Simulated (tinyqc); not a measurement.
Tail absorption against field: Franz-Keldysh effect at a direct gap.

Parabolic bands, vertical transitions, no excitons. For each hole band j: mr = me mj/(me + mj); joint density of states J_j(E) = (mr/c)^(3/2) sqrt(E - Eg)/(2 pi^2), both spins, c = hbar^2/2m0; averaged matrix element |e.p|^2 = m0 Ep/6; alpha_j(E) = 4 pi^2 alpha_f c Ep J_j/(3 nr E) in 1/angstrom (alpha_f the fine-structure constant, listed as alpha among the constants), times 1e8 for 1/cm.

In a field Fd (1 kV/cm = 1e-5 V/angstrom) the electro-optic energy of band j is th = (c (e Fd)^2/mr)^(1/3), and sqrt(E - Eg) in J_j is replaced by pi sqrt(th) [Ai'(b)^2 - b Ai(b)^2] with b = (Eg - E)/th; Ai is the Airy function.

Constants: hbar^2/2m0 = 3.80998211 eV angstrom^2; fine-structure constant alpha = 0.007297352564.

Inputs chosen for the exercise (near those of GaAs; not measured data):
- Eg = 1.461 eV (direct gap)
- me = 0.0657 m0 (electron mass)
- mhh = 0.48 m0 (heavy-hole mass)
- mlh = 0.084 m0 (light-hole mass)
- Ep = 25.9 eV (Kane energy)
- nr = 3.65 (refractive index)
- det = 60 meV (detuning below the gap)

At E = Eg - det; the field takes the values listed. The last column is the length for 10 dB of loss.

Results:
```
Fd (kV/cm)  th heavy (meV)  b heavy  alpha (1/cm)  length (micrometre)
10                    8.70    6.894      7.78e-08             2.96e+11
20                   13.82    4.343       0.00258             8.91e+06
40                   21.93    2.736         0.774             2.98e+04
60                   28.74    2.088          6.35             3.62e+03
150                  52.94    1.133           115                  201
250                  74.41    0.806           297                 77.4
400                 101.80    0.589           565                 40.7
```

Give the missing row, Fd (kV/cm) = 100.

Computed row:
```
Fd (kV/cm)  th heavy (meV)  b heavy  alpha (1/cm)  length (micrometre)
100                  40.40    1.485          40.5                  568
```

alpha grows by 7.9 decades from 10 to 60 kV/cm and by a factor 1.90 over the last step, where the field grows by 1.6: the exponent (4/3) b^(3/2) goes as 1/Fd, so the gain is steep only while b > 1 (deep in the tail the light-hole pair, with its smaller b, carries most of it), that is up to 150 kV/cm of those listed. Values below about 10 1/cm lie under the Urbach and exciton tails of a real crystal, left out here.

Computed by tinyqc, a small Python program: `OMP_NUM_THREADS=1 python tinyqc.py 1650464 1650465 out.jsonl` (the numbers bound the seed that draws the inputs); one thread of a shared host (Intel(R) Xeon(R) Processor @ 2.30GHz), about 0.01 s for the whole set of steps.
